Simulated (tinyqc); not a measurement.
Convergence with the size of the ring: vibrations of a mass or spring defect in a linear chain. Computed by tinyqc, a small Python program. Command: `OMP_NUM_THREADS=1 python tinyqc.py 3025070 3025071 out.jsonl localmode walk`. One thread of a shared host (Intel(R) Xeon(R) Processor @ 2.30GHz), about 0.01 s of CPU time with the checks.

A ring of N atoms with nearest-neighbour springs k and motion along the chain. Atom 1 is the defect, of mass M', and its two springs are k'. Odd sites are A (the defect replaces an A atom), even sites B.

Inputs (values chosen for the exercise, for a model chain):

| quantity | value | unit |
|---|---|---|
| spring constant k | 2.81 | eV/angstrom^2 |
| mass M_A | 118 | u |
| mass M_B | 270 | u |
| defect mass M' | 11.4 | u |
| spring ratio k'/k at the defect | 1 | - |

Host: diatomic.

Constants: nu for 1 eV/(angstrom^2 u) = 15.6333042 THz.

Method:
- Host bands: lambda from 0 to 2k/M(heavy) and from 2k/M(light) to 2k (1/M_A + 1/M_B).
- nu = 15.6333042 THz x sqrt(lambda), lambda in eV/(angstrom^2 u).
- D_ii = (sum of the two springs at i)/M_i, D_ij = -k_ij/sqrt(M_i M_j) for neighbours, closed into a ring.
- The same matrix for 120 atoms; amplitudes are the mass-weighted eigenvector, in size, relative to the defect, for the highest mode; its weight is the squared component of the normalised eigenvector on the defect.

band edges (THz): 0.00000  2.25547  3.41176  4.08989

ratio to the top of the host band = 2.71263

highest frequency, long ring = 11.0944 THz

weight of the highest mode on the defect = 0.978391

Highest mode:

| N | frequency (THz) | weight on the defect | modes outside the bands |
|---|---|---|---|
| 4 | 11.095 | 0.97832 | 1 |
| 6 | 11.094 | 0.97839 | 1 |
| 8 | 11.094 | 0.97839 | 1 |
| 12 | 11.094 | 0.97839 | 1 |
| 20 | 11.094 | 0.97839 | 1 |
| 40 | 11.094 | 0.97839 | 1 |
| 80 | 11.094 | 0.97839 | 1 |
| 120 | 11.094 | 0.97839 | 1 |

What does the comparison show, and why?

The local mode is within 0.01 % of its final value from N = 4 on, and its weight on the defect settles at 0.978: a bound mode needs only a cell larger than its decay length.

Extremes, crossings and ranges named in words are read from the listed rows.
